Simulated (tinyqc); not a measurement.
What the s* orbital does: sp3s* tight binding with spin-orbit coupling.

sp3s* tight binding, nearest neighbours only: anion (a) at 0, cation (c) at a/4 (1,1,1), orbitals s, px, py, pz, s* on each; k in units of 2 pi/a. With phases e_j = exp(i (pi/2) k.n_j) for n = (1,1,1), (1,-1,-1), (-1,1,-1), (-1,-1,1): g0 = (e1+e2+e3+e4)/4, g1 = (e1+e2-e3-e4)/4, g2 = (e1-e2+e3-e4)/4, g3 = (e1-e2-e3+e4)/4. The diagonal holds the levels Esa, Epa, Exa (s*) and Esc, Epc, Exc. Anion-cation block: <sa|sc> = Vss g0; <sa|xc> = Vsapc g1; <xa|sc> = -Vscpa g1; <xa|xc> = Vxx g0; <xa|yc> = <ya|xc> = Vxy g3, <xa|zc> = <za|xc> = Vxy g2, <ya|zc> = <za|yc> = Vxy g1; <s*a|xc> = Vxapc g1; <xa|s*c> = -Vpaxc g1; y and z take g2 and g3 in place of g1; s-s* and s*-s* vanish.

Spin-orbit coupling acts within the p shell of each atom as (D/3) L.sigma, D = Da or Dc: it puts four states at Ep + D/3 and two at Ep - 2D/3.

Inputs chosen for the exercise (near a published set for SiC, fitted to gaps, whose masses and valley positions are rough; spin-orbit coupling, where it is added without a refit, lifts the valence top and shrinks all gaps by about a third of the splitting; the results hold for these values, not for the real material):
- Esa = -8.346 eV (s level of the anion)
- Epa = 2.122 eV (p level of the anion)
- Esc = -4.848 eV (s level of the cation)
- Epc = 4.347 eV (p level of the cation)
- Exa = 9.548 eV (s* level of the anion)
- Exc = 9.383 eV (s* level of the cation)
- Vss = -12.594 eV (s-s)
- Vxx = 3.006 eV (px-px)
- Vxy = 5.943 eV (px-py)
- Vsapc = 9.454 eV (s anion, p cation)
- Vscpa = 9.166 eV (s cation, p anion)
- Vxapc = 8.624 eV (s* anion, p cation)
- Vpaxc = 4.384 eV (p anion, s* cation)
- Da = 0.006 eV (atomic spin-orbit splitting, anion)
- Dc = 0.045 eV (the same, cation)

The s* couplings Vxapc and Vpaxc are scaled by f; f = 0 is the plain sp3 model. Gaps from the top of the valence band at Gamma; the Delta value is the minimum on (x,0,0), 0.5 <= x <= 1.

Gaps (eV):
```
f,Gamma,Delta,L,x of the minimum
0.00,6.0824,7.1571,7.3176,0.500
0.25,6.0824,6.7581,6.9622,0.500
0.50,6.0824,5.7009,6.0702,0.720
0.75,6.0824,3.9801,4.8634,1.000
0.90,6.0824,2.9724,4.0868,1.000
1.10,6.0824,1.6875,3.0510,1.000
```

Give the missing row, f = 1.00.

Computed row:
```
f      Gamma   Delta       L  x of the minimum
1.00  6.0824  2.3210  3.5669             1.000
```

The gap at Gamma stays, since g1 to g3 vanish there. From f = 0 to 1 the s* levels lower the Delta value by 4.836 eV and L by 3.751 eV. For f = 0 and 0.25 the least value lies at x = 0.5, the end of the range: any valley further out lies above that value until s* has lowered it enough. The lowest of the three is Gamma at f = 0 and the Delta line at f = 1.

Computed by tinyqc, a small Python program: `OMP_NUM_THREADS=1 python tinyqc.py 1451345 1451346 out.jsonl` (the numbers bound the seed that draws the inputs); one thread of a shared host (Intel(R) Xeon(R) Processor @ 2.30GHz), about 0.1 s for the whole set of steps.
